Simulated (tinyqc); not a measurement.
Kinetic Monte Carlo and master equation for a particle on a ring of sites with traps and bias: one step, computed by the program tinyqc. Command: `OMP_NUM_THREADS=1 python tinyqc.py 3026797 3026798 out.jsonl kmc walk`. One thread of a shared host (Intel(R) Xeon(R) Processor @ 2.30GHz), about 0.06 s of CPU time with the checks.

5 sites on a ring, numbered 1 to 5. The saddle between i and i+1 lies at E0 + s b_i and site i at s eps_i; a force F tilts the landscape, with the saddle half-way.

Question. Twelve steps of the residence-time algorithm. Start on site 1 at t = 0. Hop right if r1 is below the share right, else left; advance the clock by -ln(r2) times the mean stay.

Inputs (values chosen for the exercise, for a model defect): temperature T = 410 K.

Disorder: site traps.

Random numbers:
```
step      r1      r2
1     0.4387  0.8154
2     0.7260  0.5209
3     0.0261  0.0112
4     0.8030  0.5704
5     0.8372  0.1829
6     0.5822  0.1035
7     0.9971  0.5562
8     0.2323  0.1812
9     0.5164  0.9386
10    0.0300  0.9488
11    0.8966  0.7471
12    0.4249  0.2713
```

Rates, shares of right hops and mean stays:
```
site  k right (1/s)  k left (1/s)  share right  mean stay (s)
1          2191.520      1932.718    0.5313758   2.424690e-04
2          9282.068      8185.922    0.5313758   5.724757e-05
3          9282.068      8185.922    0.5313758   5.724757e-05
4          9282.068      8185.922    0.5313758   5.724757e-05
5          9282.068      8185.922    0.5313758   5.724757e-05
```

Give: Trajectory.

Answer.

Trajectory:
```
step  site    hop    wait (s)  clock (s)  net hops
1        1  right  4.9482e-05  0.0000495         1
2        2   left  3.7337e-05  0.0000868         0
3        1  right  1.0891e-03  0.0011760         1
4        2   left  3.2140e-05  0.0012081         0
5        1   left  4.1191e-04  0.0016200        -1
6        5   left  1.2985e-04  0.0017498        -2
7        4   left  3.3583e-05  0.0017834        -3
8        3  right  9.7788e-05  0.0018812        -2
9        4  right  3.6275e-06  0.0018848        -1
10       5  right  3.0088e-06  0.0018879         0
11       1   left  7.0693e-05  0.0019585        -1
12       5  right  7.4681e-05  0.0020332         0
```
